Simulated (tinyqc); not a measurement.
# Minimum-mode following (dimer method) and harmonic rate on a two-dimensional model surface, step by step

A worked calculation. Computed by tinyqc, a small Python program that keeps every step. Command: `OMP_NUM_THREADS=1 python tinyqc.py 3031615 3031616 out.jsonl dimer walk`. One thread of a shared host (Intel(R) Xeon(R) Processor @ 2.30GHz), about 0.01 s of CPU time with the checks. Intermediate numbers are printed to about 6 digits and carried at full precision; extremes and crossings named in words are read from the listed rows.

V(x, y) = h u^2 + t x + (kappa/2)(y + c u)^2 with u = x^2/w^2 - 1; the path runs from the minimum near (-w, 0) to that near (w, 0).

Inputs (values chosen for the exercise, for a model surface):
```
quantity                                                value           unit
height h                                                  1.1             eV
half width w                                             0.91       angstrom
transverse stiffness kappa                                5.4  eV/angstrom^2
curvature c                                               0.4       angstrom
tilt t                                                   0.01    eV/angstrom
start as a fraction of the way from minimum to saddle    0.57              -
offset of the start in y                               -0.019       angstrom
first angle of the dimer                                   25        degrees
half length delta                                        0.01       angstrom
step factor eta                                         0.041  angstrom^2/eV
mass M                                                    159              u
temperature T                                             250              K
```

Surface: curved double well.

Constants: nu for 1 eV/(angstrom^2 u) = 15.6333042 THz; k_B = 8.617333262e-05 eV/K.

## Stationary points

Newton steps x(new) = x - H^-1 grad V (moves limited to 0.3 angstrom) from (-w, 0), (w, 0) and (0, c) give the two minima and the saddle.

positions (angstrom):
```
                x          y
start   -0.910940  -0.000826
end      0.909058   0.000828
saddle   0.001882   0.399998
```

energies (eV): start -0.00910, end 0.00910, saddle 1.10001

barrier from the start = 1.10911 eV

## Starting point

R0 = start minimum + fraction x (saddle - minimum) + (0, offset); in practice such a guess comes from a displaced minimum.

R at the start (angstrom): -0.390631  0.208644

phi at the start = 25 degrees

## Dimer step 1

Dimer at R with unit axis N = (cos phi, sin phi) and normal T = (-sin phi, cos phi). Gradients g at R +/- delta N and at R +/- delta T give H N and H T by central differences, (g+ - g-)/(2 delta). With C_N = N.H N, C_T = T.H T and b = T.H N, rotate by theta = (1/2) atan2(-2b, C_T - C_N), the angle of least curvature C = (C_N + C_T)/2 - sqrt((C_N - C_T)^2/4 + b^2). Translate along F = -g + 2 (g.N) N if C < 0, else along F = (g.N) N, with the new axis: R(new) = R + eta F, the move limited to 0.2 angstrom.

C_N, C_T, b (eV/angstrom^2): -2.42017  5.59997  1.60877

rotation theta = -10.9299 degrees

phi after step 1 = 14.0701 degrees

least curvature C = -2.73084 eV/angstrom^2

gradient g (eV/angstrom): 1.94285  -0.63530

effective force F (eV/angstrom): 1.41357  1.47652

R after step 1 (angstrom): -0.332675  0.269181

The curvature is negative, so the force along the axis is inverted.

## Dimer step 2

The formulas are those given above.

C_N, C_T, b (eV/angstrom^2): -3.34840  5.72035  0.45711

rotation theta = -2.87824 degrees

phi after step 2 = 11.1918 degrees

least curvature C = -3.37138 eV/angstrom^2

gradient g (eV/angstrom): 1.67565  -0.41775

effective force F (eV/angstrom): 1.39031  1.02437

R after step 2 (angstrom): -0.275672  0.311180

The curvature is negative, so the force along the axis is inverted.

## All steps

R0 = start minimum + fraction x (saddle - minimum) + (0, offset). Stop when |g| is below 1e-5 eV/angstrom, after 150 steps at most.

Course of the dimer:
```
step  x (angstrom)  y (angstrom)  E above the start (eV)  C (eV/angstrom^2)  |g| (eV/angstrom)
1        -0.390631      0.208644                 0.77453           -2.73084        2.04409e+00
2        -0.332675      0.269181                 0.84756           -3.37138        1.72693e+00
3        -0.275672      0.311180                 0.92105           -3.95951        1.44297e+00
4        -0.223786      0.339606                 0.98138           -4.42371        1.18564e+00
5        -0.179054      0.358635                 1.02560           -4.75470        9.58958e-01
6        -0.141855      0.371364                 1.05584           -4.97519        7.66247e-01
7        -0.111629      0.379929                 1.07567           -5.11537        6.07142e-01
8        -0.087425      0.385748                 1.08832           -5.20154        4.78462e-01
9        -0.068221      0.389750                 1.09627           -5.25307        3.75787e-01
...            ...           ...                     ...                ...                ...
44        0.001869      0.399997                 1.10911           -5.31240        6.92299e-05
45        0.001872      0.399997                 1.10911           -5.31240        5.41466e-05
46        0.001874      0.399998                 1.10911           -5.31240        4.23495e-05
47        0.001876      0.399998                 1.10911           -5.31240        3.31227e-05
48        0.001877      0.399998                 1.10911           -5.31240        2.59062e-05
49        0.001878      0.399998                 1.10911           -5.31240        2.02620e-05
50        0.001879      0.399998                 1.10911           -5.31240        1.58475e-05
51        0.001880      0.399998                 1.10911           -5.31240        1.23948e-05
52        0.001880      0.399998                 1.10911           -5.31240        9.69432e-06
```

final position (angstrom): 0.001880  0.399998

steps = 52

final |g| = 9.69432e-06 eV/angstrom

Converged in 52 steps on the saddle found by Newton steps.

## Curvatures and frequencies

Diagonalise the Hessian at the start minimum and at the saddle; nu = 15.6333042 THz x sqrt(|lambda|/M).

Hessian at the minimum (eV/angstrom^2):
```
         1        2
1  14.8417  -4.7522
2  -4.7522   5.4000
```

Hessian at the saddle (eV/angstrom^2):
```
          1        2
1  -5.31328  0.00982
2   0.00982  5.40000
```

eigenvalues at the minimum (eV/angstrom^2): 3.4224  16.8193

eigenvalues at the saddle (eV/angstrom^2): -5.31329  5.40001

frequencies at the minimum (THz): 2.29360  5.08459

frequencies at the saddle (the first is imaginary) (THz): 2.85781  2.88104

## Harmonic rate

Vineyard prefactor nu* = nu1 nu2 (minimum)/nu2 (saddle); k = nu* exp(-E_b/(k_B T)).

prefactor nu* = 4.04784 THz

rate k = 1.77201e-10 1/s

Checks made by the program: energy at the dimer end point against that of the Newton saddle (relative difference below 1e-10).
